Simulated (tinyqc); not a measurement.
Electron continuity equation in a given potential, Scharfetter-Gummel discretisation: one step of the calculation.

Steady state in one dimension: J = q mu n E + q D dn/dx with E = -dpsi/dx and D = mu Vt, dJ/dx = q (n/tau - G), fixed densities nL and nR at the ends. The potential is given, psi = U x/L - Ub exp(-((x/L - xb)/sb)^2), and is not changed by the electrons.

Problem. Tridiagonal system for the inner nodes. Row i (1 to 8): B(-d_(i-1)) n_(i-1) + b_i n_i + B(d_i) n_(i+1) = f_i with b_i = -B(-d_i) - B(d_(i-1)) - h^2/(D tau) and f_i = -G h^2/D; the known end values are moved to the right: f_1 loses B(-d_0) nL and f_8 loses B(d_8) nR. h = L/9, D = mu Vt.

Inputs (values chosen for the exercise); mobility close to that of indium phosphide at room temperature: temperature T = 300 K; electron mobility mu = 4950 cm^2/(V s); length of the region L = 0.2 um; density at x = 0 nL = 1.8e13 cm^-3; density at x = L nR = 3.8e12 cm^-3; lifetime tau = 4.1e-13 s; uniform generation rate G = 3.5e24 cm^-3 s^-1.

Constants: q = 1.602176634e-19 C, kB = 1.380649e-23 J/K, Vt = kB T/q. Results are converted to the units shown.

```
interval       B(d_i)     B(-d_i)
0          0.49650286   1.7645837
1           1.0291372  0.97141800
2           3.3800662  0.13120929
3          0.75113391   1.2985652
4         0.013494954   6.1325441
5          0.11559180   3.5363879
6          0.41100573   1.9865567
7          0.46370069   1.8443360
8          0.46519024   1.8405796
```

Wanted: diagonal b; right side f.

Solution.

```
node  diagonal b  right side f (cm^-3)
1        -1.5620            -3.1898e13
2        -1.2545            -1.3507e11
3        -4.7728            -1.3507e11
4        -6.9778            -1.3507e11
5        -3.6440            -1.3507e11
6        -2.1963            -1.3507e11
7        -2.3495            -1.3507e11
8        -2.3984            -1.9028e12
```

Range of the model: The drift velocity mu E exceeds 1e7 cm/s somewhere, where real mobilities no longer stay constant.

Computed by the program tinyqc: `OMP_NUM_THREADS=1 python tinyqc.py 2220004 2220005 out.jsonl`, one thread of a shared Intel Xeon 2.30GHz, about 0.01 s for the whole run.
